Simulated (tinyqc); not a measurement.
Luttinger-Kohn k.p, four valence bands, step by step. One step of it, computed by the program tinyqc.

Problem. Levels at k. Diagonalise the Hermitian matrix.

H(k) at k (eV):
```
                      3/2                  1/2                -1/2                -3/2
3/2              0.039396  -0.002815-0.004880i  0.002768-0.008133i            0.000000
1/2   -0.002815+0.004880i             0.034159            0.000000  0.002768-0.008133i
-1/2   0.002768+0.008133i             0.000000            0.034159  0.002815+0.004880i
-3/2             0.000000   0.002768+0.008133i  0.002815-0.004880i            0.039396
```

Give: eigenvalues.

Solution.

eigenvalues (eV): 0.0262  0.0262  0.0474  0.0474
